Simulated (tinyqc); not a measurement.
From results back to parameters: three-band (Emery) model of a CuO2 plane downfolded to one band. Two cases, with inputs chosen for the exercise.

Problem. With d at 0, oxygen p at -D, hoppings tpd and tpp and k in pi/a: at (1,0) the bonding and antibonding levels are the roots of E (E + D) = 4 tpd^2, and at (1,1) the top level solves E (E + D - 4 tpp) = 8 tpd^2. The levels below come from hidden parameters.

Case 1.

levels at (1,0) (eV): bonding -5.05601, antibonding 1.25601

top level at (1,1) = 2.99735 eV

Case 2.

levels at (1,0) (eV): bonding -4.34007, antibonding 1.44007

top level at (1,1) = 3.52555 eV

Find: D, tpd, tpp.

Solution. The sum of the roots is -D and their product -4 tpd^2; then tpp = (E + D - 8 tpd^2/E)/4.

Case 1.

D, tpd, tpp (eV): 3.80  1.26  0.64

Case 2.

D, tpd, tpp (eV): 2.90  1.25  0.72

Computed by tinyqc, one run a case: `OMP_NUM_THREADS=1 python tinyqc.py N N+1 out.jsonl` with N = 1451183, 1451218; one thread of a shared Intel(R) Xeon(R) Processor @ 2.30GHz, about 0.05 s a run at most.
